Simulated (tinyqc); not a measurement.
Changing the stiffness alpha r0: pair-potential crystal by lattice sums. Computed by tinyqc, a small Python program. Command: `OMP_NUM_THREADS=1 python tinyqc.py 3025008 3025009 out.jsonl pairsum sweep`. One thread of a shared host (Intel(R) Xeon(R) Processor @ 2.30GHz), about 0.03 s of CPU time with the checks.

Energy per atom E = (1/2) sum over neighbours of phi(r); d is the nearest-neighbour distance.

Inputs (values chosen for the exercise, for model atoms): well depth eps = 0.0458 eV; pair minimum r0 = 2.49 angstrom; cut-off r_c/r0 = 1.73.

Potential: Morse. Structure: fcc.

Constants: 1 eV/angstrom^3 = 160.2176634 GPa.

Method:
- phi0(r) = eps [exp(-2 alpha (r - r0)) - 2 exp(-alpha (r - r0))]; shifted-force cut-off: phi(r) = phi0(r) - phi0(r_c) - (r - r_c) phi0'(r_c) for r < r_c, zero beyond.
- Shells (distance in units of d, count): fcc 1.0000 (12), 1.4142 (6), 1.7321 (24), 2.0000 (12), 2.2361 (24), 2.4495 (8), 2.6458 (48), 2.8284 (6), 3.0000 (36), 3.1623 (24); hcp 1.0000 (12), 1.4142 (6), 1.6330 (2), 1.7321 (18), 1.9149 (12), 2.0000 (6), 2.2361 (12), 2.3805 (12), 2.4495 (6), 2.5166 (6), 2.5820 (12), 2.6458 (24), 2.7080 (6), 2.8868 (12), 3.0000 (12), 3.1091 (24), 3.1623 (12); bcc 1.0000 (8), 1.1547 (6), 1.6330 (12), 1.9149 (24), 2.0000 (8), 2.3094 (6), 2.5166 (24), 2.5820 (24), 2.8284 (24), 3.0000 (32); sc 1.0000 (6), 1.4142 (12), 1.7321 (8), 2.0000 (6), 2.2361 (24), 2.4495 (24), 2.8284 (12), 3.0000 (30), 3.1623 (24); diamond 1.0000 (4), 1.6330 (12), 1.9149 (12), 2.3094 (6), 2.5166 (12), 2.8284 (24), 3.0000 (16). Volumes per atom in d^3: fcc 0.70711, hcp 0.70711, bcc 0.76980, sc 1.00000, diamond 1.53960; hcp has the ideal c/a. Every shell inside the cut-off is summed.
- Equilibrium: dE/dd = 0 at the lowest minimum with d between 0.78 r0 and 1.45 r0; B = d^2 E''(d)/(9 Omega).
- Unrelaxed vacancy: removing an atom breaks its bonds (2|E|) and placing it on the surface returns |E|, so E_v = |E|.
- At zero stress C_ijkl = (1/(2 Omega)) sum (phi'' - phi'/r) R_i R_j R_k R_l / r^2 over all neighbours, on cube axes; so C44 = C12 (Cauchy relation). C' = (C11 - C12)/2.

One run for each value:

| stiffness alpha r0 | energy per atom (eV) | equilibrium distance d (angstrom) | bulk modulus B (GPa) | C' (GPa) |
|---|---|---|---|---|
| 3.2 | -0.1259 | 2.500 | 7.65 | 1.35 |
| 4.2 | -0.1905 | 2.468 | 11.69 | 1.97 |
| 6.1 | -0.2524 | 2.476 | 32.45 | 9.24 |
| 7.1 | -0.2652 | 2.481 | 45.32 | 14.27 |
| 8.1 | -0.2714 | 2.484 | 59.51 | 19.93 |
| 9.0 | -0.2741 | 2.486 | 73.64 | 25.53 |
| 10.0 | -0.2753 | 2.488 | 90.91 | 32.45 |

Give the missing row, stiffness alpha r0 = 5.1.

Computed row:
```
stiffness alpha r0  energy per atom (eV)  equilibrium distance d (angstrom)  bulk modulus B (GPa)  C' (GPa)
5.1                              -0.2281                              2.470                 20.87      4.98
```

Interpolating between the two neighbouring rows (linearly) misses most in C' (GPa), by 8.7 %. Over the rows, energy per atom (eV) falls from -0.126 to -0.275 (exponent d ln y / d ln x 1.5 between the first rows and 0.042 between the last); equilibrium distance d (angstrom) goes from 2.50 through a minimum among these rows, 2.47 at 4.20, to 2.49; bulk modulus B (GPa) rises from 7.65 to 90.9 (exponent d ln y / d ln x 1.6 between the first rows and 2.0 between the last). A stiff well binds the first shell alone, where E tends to -z eps/2 = -0.2748 eV and d to r0.

Extremes, crossings and ranges named in words are read from the listed rows.
